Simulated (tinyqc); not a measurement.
# Reverse leakage of an n+-p junction: diffusion, generation, trap-assisted and band-to-band tunnelling: two studies

One-sided abrupt junction in the depletion approximation, x from the junction (0) to W on the p side, field F = F0 (1 - x/W). Flat quasi-Fermi levels, long p side. Traps generate through SRH with both lifetimes shortened by 1 + Gamma (Hurkx enhancement, form for moderate fields); band-to-band generation is local and needs a total bending above Eg.

Values chosen for this exercise; band and dielectric values close to those of silicon:
```
symbol    value                 unit                                             meaning
T           300                    K                                         temperature
Eg         1.13                   eV                                            band gap
eps_r      11.7                                                    relative permittivity
Nc      2.77e19                cm^-3              conduction-band density of states at T
Nv      2.69e19                cm^-3                 valence-band density of states at T
Na       1.2e17                cm^-3                acceptor density of the lighter side
Nd         1e19                cm^-3                   donor density of the heavier side
tau        5e-8                    s         SRH lifetime of both carriers at zero field
Et        -0.04                   eV                trap level above the intrinsic level
mt         0.27                   m0                                     tunnelling mass
Dn          5.2               cm^2/s  electron diffusion coefficient on the lighter side
Ab         2e14  cm^-0.5 V^-2.5 s^-1                              band-to-band prefactor
Bb       1.84e7                 V/cm                         band-to-band field constant
VR          0.4                    V                                        reverse bias
```

Constants: q = 1.602176634e-19 C, kB = 1.380649e-23 J/K, hbar = 1.054571817e-34 J s, m0 = 9.1093837015e-31 kg, Vt = kB T/q, eps0 = 8.8541878128e-14 F/cm where lengths are in cm. Results are converted to the units shown.

Each table varies one quantity; the others keep the values above.

## Leakage components against the reverse bias

ni = sqrt(Nc Nv) exp(-Eg/(2 Vt)), Eg in volts; Vbi = Vt ln(Na Nd/ni^2); W = sqrt(2 eps0 eps_r (Vbi + VR)/(q Na)); F0 = 2 (Vbi + VR)/W; FG = sqrt(24 mt m0 (kB T)^3)/(q hbar); J_diff = q ni^2 sqrt(Dn/tau)(1 - exp(-VR/Vt))/Na. u = (Vbi + VR)(1 - x/W)^2, p = Na exp(-u/Vt), n = Nd exp((u - Vbi - VR)/Vt); G0 = ni^2 (1 - exp(-VR/Vt))/(tau (n + p + 2 ni cosh(Et/Vt))); Gamma = 2 sqrt(3 pi)(F/FG) exp((F/FG)^2); trap-assisted part G0 Gamma; G_bb = Ab F^2.5 exp(-Bb/F) with F in V/cm, zero unless Vbi + VR > Eg. Currents are q times the integrals over 0 to W; J_bb under 1e-8 of J is printed as 0; rows with F0/FG above 2.2, beyond the range of this Gamma, are left out.

The same in every row: J_bb (A/cm^2) = 0.

Results:
```
VR (V),F0 (kV/cm),F0/FG,J_diff (A/cm^2),J_SRH (A/cm^2),J_TAT (A/cm^2),J (A/cm^2),largest part
0.2,208,0.542,1.05e-12,1.18e-8,2.96e-8,4.14e-8,trap-assisted tunnelling
0.7,249,0.648,1.05e-12,2.75e-8,8.77e-8,1.15e-7,trap-assisted tunnelling
1.2,283,0.739,1.05e-12,4.01e-8,1.53e-7,1.94e-7,trap-assisted tunnelling
1.7,314,0.820,1.05e-12,5.09e-8,2.28e-7,2.79e-7,trap-assisted tunnelling
2.2,343,0.894,1.05e-12,6.05e-8,3.13e-7,3.73e-7,trap-assisted tunnelling
2.7,369,0.962,1.05e-12,6.92e-8,4.09e-7,4.78e-7,trap-assisted tunnelling
3.2,393,1.03,1.05e-12,7.73e-8,5.18e-7,5.95e-7,trap-assisted tunnelling
4.2,438,1.14,1.05e-12,9.19e-8,7.82e-7,8.74e-7,trap-assisted tunnelling
```

Estimate the missing row, VR = 3.7 V.

Computed row:
```
VR (V),F0 (kV/cm),F0/FG,J_diff (A/cm^2),J_SRH (A/cm^2),J_TAT (A/cm^2),J (A/cm^2),largest part
3.7,416,1.09,1.05e-12,8.48e-8,6.42e-7,7.27e-7,trap-assisted tunnelling
```

With this row back in the table: J rises from 4.14e-8 to 8.74e-7 A/cm^2. Trap-assisted tunnelling leads at VR = 0.2 and in all other rows. The ratio J_TAT/J_SRH goes from 2.52 to 8.51 as F0/FG goes from 0.542 to 1.14.

## Leakage components against the acceptor density of the lighter side

Same model as above.

Results:
```
Na (cm^-3),F0 (kV/cm),F0/FG,J_diff (A/cm^2),J_SRH (A/cm^2),J_TAT (A/cm^2),J_bb (A/cm^2),J (A/cm^2),largest part
1e16,63.4,0.165,1.27e-11,6.84e-8,4.49e-8,0,1.13e-7,SRH generation
2.4e16,99.1,0.258,5.27e-12,4.32e-8,4.57e-8,0,8.89e-8,trap-assisted tunnelling
5.6e16,153,0.398,2.26e-12,2.77e-8,4.76e-8,0,7.54e-8,trap-assisted tunnelling
3.2e17,371,0.967,3.95e-13,1.11e-8,6.91e-8,0,8.02e-8,trap-assisted tunnelling
7.5e17,572,1.49,1.69e-13,7.15e-9,1.32e-7,1.16e-11,1.39e-7,trap-assisted tunnelling
```

Estimate the missing row, Na = 1.3e17 cm^-3.

Computed row:
```
Na (cm^-3),F0 (kV/cm),F0/FG,J_diff (A/cm^2),J_SRH (A/cm^2),J_TAT (A/cm^2),J_bb (A/cm^2),J (A/cm^2),largest part
1.3e17,234,0.611,9.74e-13,1.78e-8,5.27e-8,0,7.05e-8,trap-assisted tunnelling
```

With this row back in the table: J goes from 1.13e-7 through a minimum of 7.05e-8 (at Na = 1.3e17 among the rows listed) to 1.39e-7 A/cm^2. SRH generation leads at Na = 1e16, trap-assisted tunnelling from 2.4e16 on. The ratio J_TAT/J_SRH goes from 0.656 to 18.4 as F0/FG goes from 0.165 to 1.49.

Range of the model: The n+ side is degenerate, so Vbi from Boltzmann statistics is only a guide.

Numbers from tinyqc (`OMP_NUM_THREADS=1 python tinyqc.py 2290019 2290020 out.jsonl`; about 0.01 s on one thread of a shared Intel Xeon 2.30GHz).
